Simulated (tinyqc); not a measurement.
# MOSFET in saturation, small-signal circuit and noise: from weak to strong inversion

Bias by the inversion coefficient IC = I/Ispec (charge-based model with velocity saturation; weak inversion below 0.1, strong above 10). Common-source circuit: gm, gds, Cgs, Cgd and Cj at the inner nodes, Rg in series with the gate; quasi-static, no source or drain resistance, no gate-body capacitance, no substrate network, no induced gate noise, so fmax is an upper estimate.

Ispec = 2 n mu Cox (W/L) Vt^2, lc = Ls/L, gms = [sqrt((lc IC + 1)^2 + 4 IC) - 1]/[2 + lc (lc IC + 1)], gm = gms Ispec/(n Vt), gds = sg gm. qs = [sqrt(1 + 4 IC) - 1]/2, Cgs = Cox W L qs (2 qs + 3)/(3 (qs + 1)^2) + Cov W, Cgd = Cov W, Cd = Cj W, Rg = Rsh (Wf/L)/(12 Nf) + Rc/W with Nf = W/Wf fingers (not rounded) contacted at both ends. fT = gm/(2 pi (Cgs + Cgd)), fmax = fT/(2 sqrt(Rg (gds + 2 pi fT Cgd))). The last column is the figure of merit (gm/I) fT.

Parameters, values chosen for the exercise: temperature T = 350 K; gate length L = 350 nm; total gate width W = 10 um; gate capacitance Cox = 1.56 uF/cm^2; mobility mu = 130 cm^2/(V s); slope factor n = 1.31; velocity-saturation length Ls = 10 nm; ratio gds/gm sg = 0.014; overlap and fringe capacitance per side Cov = 0.22 fF/um; drain junction capacitance Cj = 0.55 fF/um; sheet resistance of the gate Rsh = 8 ohm; finger width Wf = 1 um; gate contact and vertical resistance Rc = 300 ohm um.

Constants: q = 1.602176634e-19 C, kB = 1.380649e-23 J/K, Vt = kB T/q. Results are converted to the units shown.

Result of one run:
```
I (uA)	gm/I (1/V)	fT (GHz)	fmax (GHz)	(gm/I) fT (THz/V)
41.429	10.926	2.4450	35.120	0.026713
```

Which inversion coefficient IC gave this result: 0.1, 0.3, 3, 10 or 30?

IC = 3.

The whole series:
```
IC	I (uA)	gm/I (1/V)	fT (GHz)	fmax (GHz)	(gm/I) fT (THz/V)
0.01	0.13810	25.058	0.11163	8.0522	0.0027973
0.03	0.41429	24.583	0.27325	12.559	0.0067174
0.1	1.3810	23.160	0.57491	18.056	0.013315
0.3	4.1429	20.336	0.93532	22.660	0.019020
1	13.810	15.577	1.5149	28.167	0.023597
3	41.429	10.926	2.4450	35.120	0.026713
10	138.10	6.7774	4.3108	46.010	0.029216
30	414.29	4.1548	7.3522	59.667	0.030547
100	1381.0	2.3231	13.124	79.384	0.030488
```

The efficiency gm/I falls from 25.1 to 2.32 1/V while fT rises from 0.112 to 13.1 GHz; fT goes as IC^(0.81) at the start and IC^(0.48) at the end (1/2 for a long channel, 0 at full velocity saturation, which sets in near IC = 1/lc^2 = 1230). Their product goes from 0.002797 through a maximum of 0.03055 (at IC = 30 among the rows listed) to 0.03049 THz/V. In every row fmax exceeds 4 fT, where channel resistance and substrate losses, left out here, would cap it.

tinyqc, about 0.01 s, one thread, Intel Xeon 2.30GHz (shared host): `OMP_NUM_THREADS=1 python tinyqc.py 2150109 2150110 out.jsonl`
